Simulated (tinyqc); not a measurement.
# Changing the phonon energy hbar w

Model: hot carriers by balance equations with a heated Maxwellian. Computed by tinyqc, a small Python program. Command: `OMP_NUM_THREADS=1 python tinyqc.py 3011085 3011086 out.jsonl hot sweep`. One thread of a shared host (Intel(R) Xeon(R) Processor @ 2.30GHz), about 0.09 s of CPU time with the checks.

The carriers follow a Maxwellian at an electron temperature T_e, slightly displaced; the drift energy is neglected against k_B T_e. The balance averages the rate, not the time, so mu_0 lies below the relaxation-time value.

Inputs (values chosen for the exercise, modelled on electrons in diamond):
```
quantity                                          value       unit
effective mass m                                  0.492        m_0
density rho                                        3515     kg/m^3
sound velocity v_l                                18000        m/s
acoustic deformation potential D_A                  9.4         eV
optical or intervalley deformation potential D_o    8.8  1e8 eV/cm
final valleys Z_f                                     5          -
lattice temperature T                               200          K
electric field F                                   0.48      kV/cm
mixing                                              0.2          -
iteration cap                                       300          -
```

Band: parabolic. Solver: damped fixed point.

Constants: k_B = 8.617333262e-05 eV/K; k_B = 1.380649e-23 J/K; e = 1.602176634e-19 C; hbar = 1.054571817e-34 J s; m_0 = 9.1093837015e-31 kg; hbar = 6.582119569e-16 eV s.

Method:
- Parabolic band: E = hbar^2 k^2/(2 m), speed v = hbar k/m, states per spin, volume and energy g(E) = m k/(2 pi^2 hbar^2). Masses are multiplied by m_0 and all formulas are in SI units.
- Phonon occupation N_q = 1/(exp(hbar w/(k_B T)) - 1).
- Acoustic deformation potential (elastic, equipartition, absorption and emission together): 1/tau = 2 pi k_B T D_A^2 g(E)/(hbar rho v_l^2).
- Optical or intervalley deformation potential: 1/tau = (pi Z_f D_o^2/(rho w)) [N_q g(E + hbar w) + (N_q + 1) g(E - hbar w)], with g = 0 below the band edge.
- Averages over the Maxwellian, <y> = int y x^(1/2) exp(-x) dx / int x^(1/2) exp(-x) dx with x = E/(k_B T_e), split at x_0 = hbar w/(k_B T_e): 64 Gauss-Legendre points in sqrt(x) below it and 128 in sqrt(x - x_0) above it, up to x = 32. Momentum balance: mu(T_e) = e/(m nu), nu = <x (sum of rates)>/<x>. Power lost per carrier: P(T_e) = hbar w <emission rate - absorption rate> + <(2 m v_l^2/(k_B T)) (E - 2 k_B T) acoustic rate>.
- Energy relaxation time at weak heating: tau_E = (3/2) k_B / (dP/dT_e), the derivative by a central difference of +/- 0.5 K at T_e = T.
- Fixed point: T_out = T + (T_e - T) e mu(T_e) F^2/P(T_e), T_new = T_e + mixing (T_out - T_e).
- Start at T_e = 1.5 T; stop when T_e moves by less than 1e-6 K or exceeds 1e6 K.
- v = mu(T_e) F; warm-carrier coefficient (mu/mu_0 - 1)/F^2.

One run for each value; columns: (1) phonon energy hbar w (meV); (2) drift velocity (1e7 cm/s); (3) electron temperature T_e (K); (4) energy relaxation time tau_E (ps):
```
(1)     (2)    (3)    (4)
15   0.0014  200.0  0.049
21   0.0030  200.0  0.055
40   0.0146  200.1  0.094
56   0.0397  200.2  0.160
78   0.1144  201.6  0.372
110  0.2487  211.5  1.410
150  0.2956  243.1  6.652
```

Give the missing row, phonon energy hbar w (meV) = 29.

Computed row; columns: (1) phonon energy hbar w (meV); (2) drift velocity (1e7 cm/s); (3) electron temperature T_e (K); (4) energy relaxation time tau_E (ps):
```
(1)     (2)    (3)    (4)
29   0.0063  200.0  0.068
```

Interpolating between the two neighbouring rows (the first column on a logarithmic scale, the others too where they are positive) misses most in energy relaxation time tau_E (ps), by 6.3 %. Over the rows, drift velocity (1e7 cm/s) rises from 0.00142 to 0.296 (exponent d ln y / d ln x 2.2 between the first rows and 0.56 between the last); electron temperature T_e (K) rises from 200 to 243; energy relaxation time tau_E (ps) rises from 0.0488 to 6.65 (exponent d ln y / d ln x 0.38 between the first rows and 5.0 between the last).

Caution (rows 21.0, 29.0, 40.0, 56.0, 78.0, 110, 150): the drift energy m v^2/2 is not small against the heating (3/2) k_B (T_e - T), so T_e - T is rough.
